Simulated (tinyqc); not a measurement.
Inside a calculation: donors with valley-orbit split 1s states. Values are carried at full precision from step to step, so a last printed digit may differ when a step is redone from the rounded ones.

Each donor binds at most one electron, in any of its states. For a site s, W_s = sum over its states of g exp(E/kT), and the ionised share is 1/(1 + W_s exp(eta)), eta = (EF - Ec)/kT; n = Nc F_1/2(eta); neutrality n + NA = ND x (mean ionised share); holes are neglected. Nc from N = 2 (m kB T/(4 pi c))^(3/2) with c = hbar^2/2m0, in 1/angstrom^3; times 1e24 for 1/cm^3, m = md. F_j(eta) = (1/Gamma(j + 1)) integral_0^infinity x^j dx/(1 + exp(x - eta)), which tends to exp(eta) for eta << 0.

Constants: hbar^2/2m0 = 3.80998211 eV angstrom^2; kB = 8.617333262e-05 eV/K.

Parameters, chosen for this exercise (near those of Sb in Si; shifted at random, so the results belong to these values and not to a real crystal): md = 1.055 m0 (density-of-states mass of the conduction band); E = (43.2, 33.4, 31.2) meV (binding energies of 1s(A1), 1s(T2), 1s(E)); g = (2, 6, 4) (their degeneracies with spin); T = 400 K; ND = 2.2e+17 1/cm^3 (donors); NA = 5.5e+16 1/cm^3 (compensating acceptors, all ionised); mu0 = 61 cm^2/(V s) (mobility at heavy doping); mu1 = 1386 cm^2/(V s) (mobility at light doping and 300 K); Nr = 1.1e+17 1/cm^3 (reference doping); de = 0.72 (doping exponent); ga = 2.3 (temperature exponent).

## Partition sums of the neutral donor

Give each term g exp(E/kT), W_s, and the effective degeneracy W_s exp(-E_ground/kT).

Nc = 4.1866e+19 1/cm^3

terms: 1s(A1) 7.004, 1s(T2) 15.81, 1s(E) 9.889

W_s: donor 32.704

effective degeneracy: donor 9.339

The ground state alone would give 2 and all states together 12; here the excited states hold 79 % of the bound electrons.

## Neutrality

Solve for eta.

eta = -5.679
n = 1.43e+17 1/cm^3

ionised share: donor 0.899

n is 0.866 of ND - NA.

## Mobility and resistivity

Mobility (Caughey-Thomas form): mu = mu0 + (mu1 (T/300)^(-ga) - mu0)/(1 + ((ND + NA)/Nr)^de); rho = 1/(e n mu), e = 1.602176634e-19 C.

Compare with full ionisation, n = ND - NA.

mu = 283.9 cm^2/(V s)
rho = 0.154 ohm cm
rho at full ionisation = 0.133 ohm cm

Incomplete ionisation raises rho by a factor 1.15.

## Checks

- n at ND = 1e13 1/cm^3 against the root of n^2 = (Nc/W)(ND - n) (1/cm^3): both 1.000e+13.

Program tinyqc; command `OMP_NUM_THREADS=1 python tinyqc.py 1681315 1681316 out.jsonl`; about 0.01 s on one thread of a shared Intel(R) Xeon(R) Processor @ 2.30GHz.
